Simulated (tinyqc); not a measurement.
Linear model of a band gap against the share of exact exchange: sweeps and comparisons. A value that a table varies takes the place of the one given here.

E(alpha) = E0 + S alpha. A wider gap screens less, modelled in the Penn form eps(alpha) = 1 + (e0 - 1)(EP/(EP + S alpha))^2 with a scale EP chosen for the exercise. A dielectric-dependent hybrid takes alpha = 1/eps.

Inputs chosen for the exercise (of the order of those of TiO2; the results hold for these values, not for the real material):
- E0 = 1.86 eV (gap of the semi-local functional)
- S = 8.14 eV (slope dE/d(alpha))
- e0 = 8.1 (optical dielectric constant at alpha = 0)
- EP = 12.4 eV (energy scale of the screening)
- Et = 3.24 eV (target gap)

## Sweep of alpha

Also the exciton scale relative to alpha = 0, (m/m(0))(eps(0)/eps)^2, with a mass proportional to E + D, D = E0/2 + 0.3 eV, a k.p rule for direct gaps only.

Results:

| alpha | E (eV) | eps | alpha eps | exciton scale |
|---|---|---|---|---|
| 0.00 | 1.860 | 8.100 | 0.000 | 1.00 |
| 0.05 | 2.267 | 7.656 | 0.383 | 1.27 |
| 0.10 | 2.674 | 7.252 | 0.725 | 1.58 |
| 0.15 | 3.081 | 6.884 | 1.033 | 1.93 |
| 0.20 | 3.488 | 6.548 | 1.310 | 2.34 |
| 0.25 | 3.895 | 6.239 | 1.560 | 2.80 |
| 0.35 | 4.709 | 5.695 | 1.993 | 3.89 |
| 0.50 | 5.930 | 5.025 | 2.512 | 6.02 |

How do the results move?

alpha eps reaches 1 between alpha = 0.1 and 0.15 (fixed point 0.144), and the target gap is met between 0.15 and 0.2. At the fixed point the gap is 3.04 eV, -0.20 eV from the target. From 0 to 0.25 the gap grows by 2.04 eV while eps falls by 23 %; the exciton scale, which takes both, grows by a factor of 2.80 (formal for an indirect gap).

## What each parameter does

Fixed point alpha = 1/eps(alpha), gap and eps there. Each row changes one parameter from the base and keeps the others.

Results:

| case | alpha | E (eV) | eps |
|---|---|---|---|
| base | 0.1444 | 3.036 | 6.923 |
| E0 = 2.046 eV | 0.1444 | 3.222 | 6.923 |
| S = 8.954 eV | 0.1470 | 3.176 | 6.803 |
| e0 = 8.91 | 0.1296 | 2.915 | 7.719 |
| EP = 13.64 eV | 0.1422 | 3.017 | 7.033 |

How do the results move?

The largest shifts from the base row, up to three for each result and ties (the steps differ in size, so this ranks the rows, not the parameters). alpha: e0 -0.0149, S +0.0026, EP -0.0022; unchanged at the printed digits by E0. E (eV): E0 +0.186, S +0.141, e0 -0.121. eps: e0 +0.795, S -0.121, EP +0.109; unchanged at the printed digits by E0.

Run: tinyqc, `OMP_NUM_THREADS=1 python tinyqc.py 1850061 1850062 out.jsonl`; Intel(R) Xeon(R) Processor @ 2.30GHz, one thread, shared host; about 0.01 s of CPU time with all checks.
